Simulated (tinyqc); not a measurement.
Inside a calculation. Model: a discretised effective-mass wire between two leads, recursive Green functions.

Numbers from tinyqc (`OMP_NUM_THREADS=1 python tinyqc.py 2660108 2660109 out.jsonl`; about 0.03 s on one thread of a shared Intel Xeon 2.30GHz). Printed values are rounded.

Finite differences on a grid of step a give a chain with hopping -t, t = C/(m a^2), C = hbar^2/(2 m0), and site energies 2 t + U_i for the N = 6 sites of the device; the semi-infinite leads have site energy 2 t. Each slice is one site, and V = -t couples neighbouring slices.

Inputs (values chosen for the exercise): effective mass m = 0.26 m0; grid step a = 0.19 nm; potential on the sites 1 to N U = [0, 3, 3, 0, 0, 0] eV; energy above the band bottom of the leads E = 3.385 eV.

Constants: q = 1.602176634e-19 C, hbar = 1.054571817e-34 J s, h = 6.62607015e-34 J s, m0 = 9.1093837015e-31 kg, hbar^2/(2 m0) = 0.0380998212 eV nm^2. Results are converted to the units shown.

## Self-energy of the leads

Sigma = t^2 g(E - 2 t), g(x) = (x - i sqrt(4 t^2 - x^2))/(2 t^2) for |x| < 2 t and (x - sign(x) sqrt(x^2 - 4 t^2))/(2 t^2) otherwise; Gamma = i (Sigma - Sigma^dagger); both leads give the same.

t = 4.05922 eV
Sigma = -2.36672-3.29786i eV
Gamma = 6.59572 eV
open modes = 1

## Forward pass

Forward pass: g_1 = (E - H_1 - Sigma)^(-1), g_i = (E - H_i - V g_(i-1) V^dagger)^(-1), with Sigma also subtracted on the last slice; G_(i,1) = g_i V G_(i-1,1), starting from g_1. H_i is the block of slice i, its site energy.

| site | g_i (1/eV) | G_(i,1) of the forward pass (1/eV) |
|---|---|---|
| 1 | -0.143635-0.200146i | -0.143635-0.200146i |
| 2 | -0.135258-0.083117i | -0.011335-0.158350i |
| 3 | -0.171072-0.042561i | 0.019486-0.111920i |
| 4 | -0.460510-0.168676i | 0.113056-0.195871i |
| 5 | 0.179836-0.175099i | 0.056688+0.223341i |
| 6 | -0.079984-0.092785i | -0.065714+0.093863i |

## Transmission

G_(N,1) = -0.0657135+0.0938629i 1/eV

T(E) = Tr[Gamma G_(N,1) Gamma G_(N,1)^dagger]. Conductance (2 q^2/h) T(E).

T(E) = 0.571137
conductance = 44.2522 uS

Inverting the whole matrix gives the same value.

## Backward pass

Backward pass: G_NN = g_N, G_ii = g_i + g_i V^dagger G_(i+1,i+1) V g_i; local density of states -Im G_ii/pi on each site.

| site | G_ii (1/eV) | local density of states (1/eV) |
|---|---|---|
| 1 | 0.027911-0.246898i | 0.0785900 |
| 2 | -0.099205-0.147554i | 0.0469678 |
| 3 | -0.099205-0.147554i | 0.0469678 |
| 4 | 0.027911-0.246898i | 0.0785900 |
| 5 | 0.081336-0.094670i | 0.0301344 |
| 6 | -0.079984-0.092785i | 0.0295345 |

A site of an infinite clean chain has 1/(pi sqrt(4 t^2 - x^2)) = 0.0483 1/eV at this energy (x counted from the band centre); the device goes from 0.0295 (site 6) to 0.0786 (site 1).

## States fed from the left, and the bond current

The full first column follows backwards from c_N = G_(N,1): c_i = G_(i,1)(forward) + g_i V^dagger c_(i+1). The density of states fed by the left lead is Gamma |c_i|^2/(2 pi), and the current on bond i is 2 t Gamma Im(c_(i+1) conj(c_i)) in units of T(E).

| site | c_i (1/eV) | density fed from the left (1/eV) |
|---|---|---|
| 1 | 0.027911-0.246898i | 0.0648084 |
| 2 | 0.062037-0.166629i | 0.0331863 |
| 3 | 0.090280-0.070556i | 0.0137816 |
| 4 | 0.109959+0.032209i | 0.0137816 |
| 5 | 0.037944+0.108115i | 0.0137816 |
| 6 | -0.065714+0.093863i | 0.0137816 |

bond current, bond 1 to 5: [0.571137, 0.571137, 0.571137, 0.571137, 0.571137]

The bond current is the same on every bond and equals T(E): the current is conserved.
